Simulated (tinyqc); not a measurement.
MP2 on RHF in the sto-6g basis, for H2, spin multiplicity 1, step by step. Computed by tinyqc, a small Python program that keeps every step (integrals from PySCF). Settings: charge = 0, multiplicity = 1, basis = sto-6g, method = RHF, energy threshold = 1e-10, iteration cap = 60, orthogonalisation = canonical, start = core, DIIS depth = 6. Command: `OMP_NUM_THREADS=1 python tinyqc.py 24447 24448 out.jsonl` (the two numbers bound the seeds that draw the settings). One thread of a shared host (Intel(R) Xeon(R) Processor @ 2.60GHz), about 0.05 s of CPU time with the checks. The early iterations of the SCF are left out here.

## One-electron integrals

Geometry (angstrom):

| atom | x | y | z |
|---|---|---|---|
| H | 0.000000 | 0.000000 | 0.000000 |
| H | 0.000000 | 0.000000 | 0.633000 |

Basis sto-6g: exponents (1/bohr^2) and contraction coefficients of normalised primitives:

| element | l (shell) | exponent | coefficient |
|---|---|---|---|
| H | s (1) | 35.523221 | 0.009164 |
| H | s (1) | 6.513144 | 0.049361 |
| H | s (1) | 1.822143 | 0.168538 |
| H | s (1) | 0.625955 | 0.370563 |
| H | s (1) | 0.243077 | 0.416492 |
| H | s (1) | 0.100112 | 0.130334 |

Overlap, kinetic and nuclear-attraction integrals over the contracted functions; the nuclear repulsion is the sum of Za Zb / Rab.

nuclear repulsion = 0.83598296 hartree

overlap S:
```
          1H 1s     2H 1s
1H 1s  1.000000  0.729832
2H 1s  0.729832  1.000000
```

kinetic energy T (hartree):
```
          1H 1s     2H 1s
1H 1s  0.768522  0.305217
2H 1s  0.305217  0.768522
```

nuclear attraction V (hartree):
```
           1H 1s      2H 1s
1H 1s  -1.968670  -1.397196
2H 1s  -1.397196  -1.968670
```

core Hamiltonian H = T + V (hartree):
```
           1H 1s      2H 1s
1H 1s  -1.200148  -1.091979
2H 1s  -1.091979  -1.200148
```

## Two-electron integrals

Functions are numbered as in S; the eight-fold symmetry (ij|kl) = (ji|kl) = (kl|ij) leaves the list below.

Two-electron integrals (ij|kl) in chemists' order, unique and non-zero (hartree):
```
(11|11) 0.774999   (21|11) 0.506894   (21|21) 0.373462   (22|11) 0.610752
(22|21) 0.506894   (22|22) 0.774999
```

## Orthogonalisation

S = U s U^T; canonical form X = U s^(-1/2), so that X^T S X = 1. Each column of U has its largest component positive (the first on a tie).

eigenvalues of S: 0.270168  1.729832

X:
```
               1         2
1H 1s   1.360404  0.537629
2H 1s  -1.360404  0.537629
```

## Iteration 2 (converged): orbitals

converged F (hartree):
```
           1H 1s      2H 1s
1H 1s  -0.437984  -0.651641
2H 1s  -0.651641  -0.437984
```

Diagonalise F' = X^T F X, C = X C', fill 1 alpha and 1 beta electrons from the bottom; D = 2 C_occ C_occ^T. Each column has its largest component positive (the first on a tie).

F' = X^T F X (hartree):
```
          1          2
1  0.790826   0.000000
2  0.000000  -0.629902
```

orbital energies (hartree): MO1 -0.629902, MO2 0.790826

coefficients C:
```
            MO1        MO2
1H 1s  0.537629   1.360404
2H 1s  0.537629  -1.360404
```

D after iteration 2:
```
          1H 1s     2H 1s
1H 1s  0.578091  0.578091
2H 1s  0.578091  0.578091
```

## Convergence

Stop when the energy changes by less than 1e-10 hartree and every element of the error matrix X^T (F D S - S D F) X is below 3e-06.

Course of the cycle:

| iteration | E (hartree) | change | largest element of the error matrix |
|---|---|---|---|
| 1 | -1.11897701 | - | 0.000000 |
| 2 | -1.11897701 | 0.000000 | 0.000000 |

PySCF RHF in the same basis = -1.11897701 hartree

Converged in 2 iterations.

## Integrals over molecular orbitals

(pq|rs) = sum C_ip C_jq C_kr C_ls (ij|kl), one index at a time.

one-electron integrals over orbitals h = C^T H C (hartree):
```
           1          2
1  -1.325058   0.000000
2   0.000000  -0.400377
```

Two-electron integrals over orbitals (pq|rs), unique and non-zero (hartree):
```
(11|11) 0.695155   (21|21) 0.175723   (22|11) 0.683463   (22|22) 0.719935
```

## Second-order Moller-Plesset energy

Hartree-Fock energy = -1.11897701 hartree

E2 = sum_ijab (ia|jb) [2 (ia|jb) - (ib|ja)] / (e_i + e_j - e_a - e_b) over occupied i, j and virtual a, b; the opposite-spin part is (ia|jb)^2 / denominator, the rest is same-spin, and SCS-MP2 scales them by 6/5 and 1/3.

Terms:

| i | j | a | b | (ia\|jb) | (ib\|ja) | denominator | term |
|---|---|---|---|---|---|---|---|
| 1 | 1 | 2 | 2 | 0.175723 | 0.175723 | -2.841458 | -0.010867 |

Pair energies (hartree; pair i-j sums ij and ji):

| pair | opposite spin | same spin |
|---|---|---|
| 1-1 | -0.010867 | 0.000000 |

MP2 correlation energy = -0.01086711 hartree

SCS-MP2 correlation energy = -0.01304053 hartree

MP2 total energy = -1.12984412 hartree
